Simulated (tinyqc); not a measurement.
From results back to parameters: six-band k.p model of the valence band of a wurtzite crystal. Two cases, with inputs chosen for the exercise.

Problem. In the quasi-cubic model the splittings of an unstrained wurtzite crystal obey (E1 - E2) + (E1 - E3) = Dcr + Dso and (E1 - E2)(E1 - E3) = (2/3) Dcr Dso. The two splittings are given, and it is known that Dcr < Dso.

Case 1.

E1 - E2, E1 - E3 (meV): 28.1128  444.9872

Case 2.

E1 - E2, E1 - E3 (meV): 15.0336  75.0664

Find: sum; product; Dcr; Dso.

Solution. Dcr and Dso are the roots of t^2 - S t + (3/2) P = 0; the energies alone cannot tell which is which, since the formulas are symmetric in the two.

Case 1.

sum = 473.10 meV
product = 12509.9 meV^2
Dcr = 43.7 meV
Dso = 429.4 meV

Case 2.

sum = 90.10 meV
product = 1128.5 meV^2
Dcr = 26.7 meV
Dso = 63.4 meV

Computed by tinyqc, one run a case: `OMP_NUM_THREADS=1 python tinyqc.py N N+1 out.jsonl` with N = 1081366, 1081492; one thread of a shared Intel(R) Xeon(R) Processor @ 2.30GHz, about 0.01 s a run at most.
